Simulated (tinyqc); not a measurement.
# Read current of a NAND string, cells in series solved by shooting, step by step

tinyqc, about 0.7 s, one thread, Intel Xeon 2.30GHz (shared host): `OMP_NUM_THREADS=1 python tinyqc.py 2142286 2142287 out.jsonl` Printed values are rounded.

Cells in series, numbered from 0 at the source line (0 V) to the bit line, each followed by a gap resistance Rg. A cell with gate Vg, threshold VT, source Vs and drain Vd passes I = 2 nf K Vt^2 [F(Vs) - F(Vd)]/(1 + th max(Vg - VT, 0)), F(V) = ln^2(1 + exp((Vg - VT - nf V)/(2 nf Vt))). The selected cell has Vg = Vr, the others Vg = Vp.

Parameters, values chosen for the exercise; values of the order met in vertical NAND strings:
- T = 300 K (temperature)
- K = 17 uA/V^2 (gain factor of a cell)
- nf = 1.8 (slope factor)
- th = 0.18 1/V (mobility reduction factor)
- Rg = 1.4 kohm (resistance of the gap between cells)
- Vbl = 0.5 V (bit-line voltage)
- Vp = 6.7 V (pass voltage)
- Vr = 3.82 V (read voltage on the selected word line)

Constants: q = 1.602176634e-19 C, kB = 1.380649e-23 J/K, Vt = kB T/q. Results are converted to the units shown.

## Step 1: node voltages for a trial current

first trial current = 1.6 uA
thresholds from the source end, cell 0 to 4 (V): 1.9  4  -1.1  -1.1  4

For a trial current I start at 0 V and, cell by cell (the selected one is cell 0), solve for the drain: sqrt(F(Vd)) = sqrt(F(Vs) - I/k), k = 2 nf K Vt^2/(1 + th max(Vg - VT, 0)), Vd = [Vg - VT - 2 nf Vt ln(exp(sqrt F) - 1)]/nf, then add I Rg.

node voltage after each cell and gap, trial 1, cell 0 to 4 (V): 0.0703770  0.128041  0.160279  0.192750  0.255843

## Step 2: node voltages for a trial current

second trial current = 2.7 uA

As before.

node voltage after each cell and gap, trial 2, cell 0 to 4 (V): 0.121595  0.224028  0.279756  0.336206  0.458706

## Course of the secant iteration

Secant steps on the end voltage less Vbl, from the two trials; a trial above the saturation current of a cell has no solution and is moved halfway to the previous trial. Stop below 1e-9 V.

Course of the iteration:
```
iteration	I (uA)	end voltage - Vbl (V)	halvings
1	2.92392	3.93e-3	0
2	2.90447	-6.47e-5	0
3	2.90479	-1.02e-7	0
4	2.90479	2.64e-12	0
```

Converged in 4 iterations to I = 2.9048 uA. The selected cell takes 25.5 % of the bit-line voltage and the gaps together 4.07 %.
